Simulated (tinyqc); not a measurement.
Sublattice potential against complex hopping: Haldane model. Computed by the program tinyqc. 

Honeycomb lattice:

| parameter | value |
|---|---|
| t1 (eV) | 1.930000 |
| t2 (eV) | 0.250000 |
| phi (rad) | -1.630000 |

H_AA = delta - 2 t2 sum cos(k.b + phi), H_BB = -delta - 2 t2 sum cos(k.b - phi), H_AB = -t1 (1 + exp(-i k.a1) + exp(-i k.a2)), b = a1, a2 - a1, -a2, m = 3 sqrt3 t2 sin(phi); the sign of the Chern number follows the orientation k1 then k2.

Gaps at the two valleys (eV) and Chern number of the lower band (12 x 12 mesh):

| delta | gap 2\|delta - m\| | gap 2\|delta + m\| | Chern number |
|---|---|---|---|
| -2.3340 | 2.0745 | 7.2615 | 0 |
| -1.6860 | 0.7785 | 5.9655 | 0 |
| -0.7780 | 1.0375 | 4.1495 | 1 |
| 0.0000 | 2.5935 | 2.5935 | 1 |
| 0.5190 | 3.6315 | 1.5555 | 1 |
| 0.9730 | 4.5395 | 0.6475 | 1 |
| 1.6210 | 5.8355 | 0.6485 | 0 |
| 2.5930 | 7.7795 | 2.5925 | 0 |

Here |m| = 1.2968 eV. For |delta| < |m| the two valleys have masses of opposite sign and the Chern number is +/-1; one gap closes at |delta| = |m|, and beyond it the band is trivial.
